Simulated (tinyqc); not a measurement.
Sheet resistance and Hall data of a diffused or implanted layer. From one set of inputs to another, one input at a time. Computed by tinyqc, a small Python program. Command: `OMP_NUM_THREADS=1 python tinyqc.py 3010202 3010203 out.jsonl layer ladder`. One thread of a shared host (Intel(R) Xeon(R) Processor @ 2.30GHz), about 0.01 s of CPU time with the checks.

Carriers are taken equal to the net active doping down to the junction (full ionisation, which deep dopants in wide-gap hosts do not reach; no spill-over, no depletion), and the Hall factor is 1.

The inputs printed are set A. Set A is modelled on boron in silicon; the values taken over come from a set modelled on aluminium in 4H-SiC. Inputs not listed in the table keep their values of set A, so the rows need not describe a real material.

Inputs (values chosen for the exercise, modelled on boron in silicon):
```
quantity                                 value        unit
mu_min                                    45.7  cm^2/(V s)
mu_max                                     464  cm^2/(V s)
N_ref                                  2.2e+17      1/cm^3
exponent alpha                             0.7           -
peak concentration N_0                 2.1e+18      1/cm^3
length scale l                              58          nm
background doping N_B (opposite type)    7e+16      1/cm^3
```

Profile: Gaussian at the surface. Activation: complete.

Constants: e = 1.602176634e-19 C.

Method:
- N(x) = N_0 exp(-x^2/l^2), dose N_0 l sqrt(pi)/2, junction x_j = l sqrt(ln(N_0/N_B)).
- Mobility mu = mu_min + (mu_max - mu_min)/(1 + (N_t/N_ref)^alpha), N_t = active doping + N_B; carriers n = active doping - N_B, all dopants active.
- Integrals from x_0 (0 unless stated) to x_j by the midpoint rule on 400 even intervals: 1/R_s = e int n mu dx; sheet density n_s = int n dx; Hall sheet density (int n mu dx)^2/int n mu^2 dx; Hall mobility int n mu^2 dx/int n mu dx.
- Mean conductivity 1/(R_s x_j); mean mobility 1/(e n_s R_s).

Each row keeps all changes above it:
```
input moved                                        from       to  sheet resistance R_s (ohm)  Hall mobility (cm^2/(V s))  Hall sheet density (1/cm^2)
set A                                                 -        -                        4637                      140.64                   9.5710e+12
background doping N_B (opposite type) (1/cm^3)    7e+16  1.2e+15                        4038                      155.42                   9.9449e+12
length scale l (nm)                                  58       22                       10646                      155.42                   3.7722e+12
mu_min (cm^2/(V s))                                45.7     16.3                       12630                      137.18                   3.6025e+12
mu_max (cm^2/(V s))                                 464      123                       37037                       43.94                   3.8349e+12
peak concentration N_0 (1/cm^3)                 2.1e+18  4.4e+18                       21975                       35.64                   7.9702e+12
N_ref (1/cm^3)                                  2.2e+17  1.7e+19                        7359                       99.39                   8.5343e+12
```

Where does the difference come from?

Sheet resistance R_s goes from 4640 to 7360, a factor 1.59 in all. The largest single move comes from N_ref (a factor 0.335), but it runs against the net change; the largest move in the direction of the net change is mu_max (a factor 2.93). Hall mobility goes from 141 to 99.4, a factor 0.707 in all. The largest single move comes from mu_max (a factor 0.320), and N_ref works against it (a factor 2.79). Hall sheet density goes from 9.57e12 to 8.53e12, a factor 0.892 in all. The largest single move comes from length scale l (a factor 0.379), and peak concentration N_0 works against it (a factor 2.08). The single moves hold for this order of the switches; the total does not depend on the order.

Extremes, crossings and ranges named in words are read from the listed rows.
